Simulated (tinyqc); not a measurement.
Worked calculation: bound state in one dimension: Numerov shooting, finite differences, DVR. Computed by tinyqc, a small Python program that keeps every step. Settings: points = 48. Command: `OMP_NUM_THREADS=1 python tinyqc.py 29736 29737 out.jsonl` (the two numbers bound the seeds that draw the settings). One thread of a shared host (Intel(R) Xeon(R) Processor @ 2.60GHz), about 0.01 s of CPU time with the checks.

## Numerov steps at E = -7.72

One particle of mass 1 in V = -7.88 exp(-x^2/2.15^2) (atomic units), psi = 0 at both ends:
```
parameter,value
left end,-7
right end,7
intervals,48
h,0.291667
state sought (nodes),2
```

k_i = 2 m (E - V_i); (1 + h^2 k_(i+1)/12) y_(i+1) = 2 (1 - 5 h^2 k_i/12) y_i - (1 + h^2 k_(i-1)/12) y_(i-1), from y_0 = 0, y_1 = 0.001.

Points along the way:
```
i,x,V,k,y
0,-7.0000,-1.96e-04,-15.4396,0.0000
1,-6.7083,-4.66e-04,-15.4391,0.0010
2,-6.4167,-0.0011,-15.4379,0.0035
3,-6.1250,-0.0024,-15.4353,0.0111
4,-5.8333,-0.0050,-15.4300,0.0350
5,-5.5417,-0.0103,-15.4195,0.1105
16,-2.3333,-2.4267,-10.5867,22368.3578
17,-2.0417,-3.1981,-9.0438,57719.6948
18,-1.7500,-4.0625,-7.3149,138961.2093
19,-1.4583,-4.9741,-5.4918,307952.7624
20,-1.1667,-5.8701,-3.6998,620312.2336
21,-0.8750,-6.6772,-2.0856,1123975.1713
```

## Bisection on the node count

With more sign changes than the state has nodes (the last point included) the energy is too high, else too low; the bracket starts as -7.72 to -0.05.

Trials:
```
trial,E,sign changes,y at the right end,next
1,-3.885000,2,2.38e+07,raise
2,-1.967500,4,1.32e+04,lower
3,-2.926250,3,-1.51e+06,lower
4,-3.405625,3,-1.43e+07,lower
5,-3.645313,3,-2.09e+07,lower
6,-3.765156,3,-1.17e+07,lower
7,-3.825078,2,1.34e+06,raise
8,-3.795117,3,-6.16e+06,lower
9,-3.810098,3,-2.67e+06,lower
10,-3.817588,3,-7.37e+05,lower
11,-3.821333,2,2.83e+05,raise
12,-3.819460,3,-2.31e+05,lower
13,-3.820397,2,2.50e+04,raise
14,-3.819929,3,-1.03e+05,lower
...,...,...,...,...
28,-3.820306,3,-7.58e+00,lower
29,-3.820306,3,-3.65e+00,lower
30,-3.820306,3,-1.69e+00,lower
```

eigenvalue = -3.820306 hartree

## The same grid by other methods

Three-point finite differences and the sine-DVR kinetic matrix of Colbert and Miller on the same points.

Lowest levels (hartree):
```
state,finite differences,DVR
0,-7.0054,-6.9975
1,-5.3531,-5.3185
2,-3.8938,-3.8178
3,-2.6285,-2.5108
4,-1.5646,-1.4193
```
